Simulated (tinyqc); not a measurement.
Stretching the bonds: Weaire-Thorpe hybrids on a Bethe lattice: gap and dangling bond of an amorphous tetrahedral solid.

Inputs chosen for the exercise (out of a larger set: of the size of tabulated hybrid energies for tetrahedral carbon; not measured data): V1 = 2.06 eV (coupling of two hybrids on one atom); V2 = 10.52 eV (coupling of the two hybrids of a bond).

V2 is scaled as (d0/d)^2 and V1 stays. Bound 2 V2 - 4 V1; tree V2 - 2 V1 + sqrt(V2^2 + 4 V1^2 - 2 sqrt3 V1 V2); a negative bound means that a network with rings may have no gap.

Against d/d0:
```
d/d0  V2 (eV)  V2/V1  bound (eV)  tree (eV)
0.96   11.415  5.541      14.590     15.408
0.98   10.954  5.317      13.668     14.501
1.00   10.520  5.107      12.800     13.651
1.02   10.111  4.908      11.983     12.852
1.07    9.189  4.460      10.137     11.055
1.10    8.694  4.220       9.148     10.099
1.15    7.955  3.861       7.669      8.681
```

Give the missing row, d/d0 = 1.04.

Computed row:
```
d/d0  V2 (eV)  V2/V1  bound (eV)  tree (eV)
1.04    9.726  4.722      11.213     12.100
```

The bound falls by 421 meV for each per cent of stretch near d0 and vanishes at d/d0 = 1.598, beyond the table. Weak, stretched bonds therefore put states closest to the edges, one origin of band tails.

Computed by tinyqc, a small Python program: `OMP_NUM_THREADS=1 python tinyqc.py 1480206 1480207 out.jsonl` (the numbers bound the seed that draws the inputs); one thread of a shared host (Intel(R) Xeon(R) Processor @ 2.30GHz), about 0.02 s for the whole set of steps.
